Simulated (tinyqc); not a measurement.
Sheet resistance of a shallow doped layer with concentration-dependent mobility and limited activation: one step, computed by the program tinyqc. Command: `OMP_NUM_THREADS=1 python tinyqc.py 3002541 3002542 out.jsonl irvin walk`. One thread of a shared host (Intel(R) Xeon(R) Processor @ 2.30GHz), about 0.02 s of CPU time with the checks.

A layer of one dopant lies in a background of the opposite type. Current flows parallel to the surface down to the junction; depletion is ignored.

Question. Sheet resistance. C(x) = C_s exp(-x^2/(2 l^2)). Active density N = min(C, C_a); carriers n = N - C_B; mobility mu = mu_min + (mu_max - mu_min)/(1 + ((N + C_B)/N_r)^alpha). Integrals from 0 to x_j, where C = C_B (Gauss-Legendre, 60 points on each smooth piece; 1 nm = 1e-7 cm): dose int C dx, carriers int n dx, mean mobility int n mu dx/int n dx, R_s = 1/(e int n mu dx).

Inputs (values chosen for the exercise, modelled on arsenic in silicon):
```
quantity                      value        unit
surface concentration C_s   1.3e+21      1/cm^3
length l                         86          nm
background C_B              1.6e+15      1/cm^3
mobility floor mu_min          51.9  cm^2/(V s)
mobility mu_max                1420  cm^2/(V s)
reference density N_r      9.39e+16      1/cm^3
exponent alpha                0.673           -
anneal temperature T            750           C
```

Profile: Gaussian.

active limit C_a = 9.572009e+19 1/cm^3

Constants: e = 1.602176634e-19 C.

Give: chemical dose; sheet carrier density; mean mobility; sheet resistance R_s; carriers per dopant atom; product R_s x_j.

Answer.

chemical dose = 1.401e+16 1/cm^2

sheet carrier density = 2.194e+15 1/cm^2

mean mobility = 67.12 cm^2/(V s)

sheet resistance R_s = 42.39 ohm/square

carriers per dopant atom = 0.1565

product R_s x_j = 19018 ohm nm
